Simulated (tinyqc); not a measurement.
CMOS inverter, nodal equation and switching: effect of the gain factor of the pull-up transistor.

An n-channel pull-down (bn, VTn) and a p-channel pull-up (bp, VTp) share the input Vin and the output node Vout, which carries the load C. Transistor (EKV form, voltages against the body): I = 2 n b Vt^2 [F(vp - Vs) - F(vp - Vd)] from drain to source, F(v) = ln^2(1 + exp(v/(2 Vt))), vp = (Vg - VT + sg |Vd - Vs|)/n. n-channel bodies are at 0; for the p-channel device all voltages are counted down from Vdd. b in uA/V^2 gives I in uA. Static: In = Ip. Transient: C dVout/dt = Ip - In. No velocity saturation, no gate capacitance beyond C.

VM solves In = Ip with Vin = Vout; VIL and VIH are the inputs of gain -1, NML = VIL - Vout(VIH), NMH = Vout(VIL) - VIH. For a step input the delay to Vdd/2 is tHL = C times the integral of dV/(In - Ip) from Vdd/2 to Vdd at Vin = Vdd, and tLH likewise with Ip - In from 0 to Vdd/2 at Vin = 0.

Values chosen for this exercise:
- T = 300 K (temperature)
- Vdd = 0.8 V (supply voltage)
- n = 1.11 (slope factor)
- sg = 0.102 (drain-induced barrier lowering)
- VTn = 0.42 V (n-channel threshold)
- VTp = 0.34 V (p-channel threshold (magnitude))
- bn = 230 uA/V^2 (gain factor of the pull-down transistor)
- C = 1.5 fF (load capacitance)

Constants: q = 1.602176634e-19 C, kB = 1.380649e-23 J/K, Vt = kB T/q. Results are converted to the units shown.

Effect of the gain factor of the pull-up transistor:
```
bp (uA/V^2)  VM (V)  gain at VM  NML (V)  NMH (V)  tHL (ps)  tLH (ps)
46           0.3982      -9.804   0.3089   0.3162     29.82     107.0
71           0.4084      -9.804   0.3206   0.3044     29.82     69.34
110          0.4188      -9.804   0.3324   0.2925     29.82     44.76
170          0.4291      -9.804   0.3442   0.2807     29.82     28.96
250          0.4383      -9.804   0.3547   0.2702     29.82     19.69
390          0.4489      -9.803   0.3668   0.2581     29.82     12.62
600          0.4591      -9.803   0.3786   0.2464     29.82     8.205
920          0.4692      -9.803   0.3901   0.2349     29.82     5.351
```

What does the comparison show?

As bp goes from 46 to 920 uA/V^2, VM rises from 0.398 to 0.469 V, the size of the gain stays near 9.80, tHL stays near 29.8 ps and tLH falls from 107 to 5.35 ps. The smaller margin is largest, 0.309 V, at bp = 46 uA/V^2 among the rows. A stronger pull-up raises VM and trades low-side against high-side margin.

Computed by the program tinyqc: `OMP_NUM_THREADS=1 python tinyqc.py 2340083 2340084 out.jsonl`, one thread of a shared Intel Xeon 2.30GHz, about 0.03 s for the whole run.
